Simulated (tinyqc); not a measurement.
Thermionic-field emission through a Schottky barrier, WKB: one step of the calculation.

Metal on an n-type semiconductor with one parabolic valley; V > 0 is forward bias (metal positive). Energies E are counted from the conduction edge of the neutral semiconductor, whose Fermi level lies at -xi; that of the metal lies at -xi - V. The barrier is a parabola of height Vd = phi - xi - V (depletion approximation, no image force).

Problem. Fermi level, barrier and E00. Nc = 2 (2 pi me m0 kB T/h^2)^1.5 (times 1e-6 for cm^-3); Nd = Nc F12(-xi/Vt), F12(x) = (2/sqrt(pi)) int_0^infinity sqrt(u)/(1 + exp(u - x)) du; E00 = (hbar/2) sqrt(Nd/(me m0 eps0 eps_r)) in SI units (volts). W = sqrt(2 eps0 eps_r Vd/(q Nd)).

Parameters, values chosen for the exercise; band and dielectric values close to those of gallium nitride:
```
symbol,value,unit,meaning
T,300,K,temperature
me,0.201,m0,electron mass
eps_r,9.4,,relative permittivity
phi,0.91,eV,barrier height seen from the metal
Nd,3.4e17,cm^-3,donor density
V,0.4,V,bias
```

Constants: q = 1.602176634e-19 C, kB = 1.380649e-23 J/K, hbar = 1.054571817e-34 J s, h = 6.62607015e-34 J s, m0 = 9.1093837015e-31 kg, Vt = kB T/q, eps0 = 8.8541878128e-14 F/cm where lengths are in cm. Results are converted to the units shown.

Find: Nc; xi; Vd; W; E00; E00/Vt.

Solution.

Nc = 2.261e18 cm^-3
xi = 0.04761 eV
Vd = 0.4624 V
W = 37.59 nm
E00 = 7.876 meV
E00/Vt = 0.3047

By a common rule of thumb, E00/Vt below 0.5 marks thermionic emission, 0.5 to 5 thermionic-field emission and above 5 field emission. By that rule alone: thermionic emission; with a high barrier, tunnelling near its top can carry most of the current even below 0.5.

Range of the model: The depletion approximation, a parabolic band and the neglect of image-force lowering make these currents estimates at high doping.

Computed by the program tinyqc: `OMP_NUM_THREADS=1 python tinyqc.py 2640044 2640045 out.jsonl`, one thread of a shared Intel Xeon 2.30GHz, about 0.01 s for the whole run.
